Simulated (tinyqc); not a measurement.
From results back to parameters: density of states of one tight-binding band on the simple cubic lattice. Three cases, with inputs chosen for the exercise.

Problem. For E(k) = -2 t (c1 + c2 + c3) - 4 t2 (c1 c2 + c2 c3 + c3 c1), ci = cos(2 pi ki), two differences between symmetry points are known: Gamma = (0, 0, 0), X = (1/2, 0, 0), M = (1/2, 1/2, 0), R = (1/2, 1/2, 1/2).

Find: t; t2; E(R) - E(M).

Method. E(Gamma) = -6t - 12 t2, E(X) = -2t + 4 t2, E(M) = 2t + 4 t2, E(R) = 6t - 12 t2.

Case 1.

E(X) - E(Gamma) = 5.8400 eV
E(M) - E(X) = 3.7600 eV

Solution.

t = 0.940 eV
t2 = 0.130 eV
E(R) - E(M) = 1.680 eV

Case 2.

E(X) - E(Gamma) = 2.2000 eV
E(M) - E(X) = 3.9600 eV

Solution.

t = 0.990 eV
t2 = -0.110 eV
E(R) - E(M) = 5.720 eV

Case 3.

E(X) - E(Gamma) = 9.8000 eV
E(M) - E(X) = 9.8000 eV

Solution.

t = 2.450 eV
t2 = 0.000 eV
E(R) - E(M) = 9.800 eV

Computed by tinyqc, one run a case: `OMP_NUM_THREADS=1 python tinyqc.py N N+1 out.jsonl` with N = 1651281, 1651292, 1651304; one thread of a shared Intel(R) Xeon(R) Processor @ 2.30GHz, about 0.2 s a run at most.
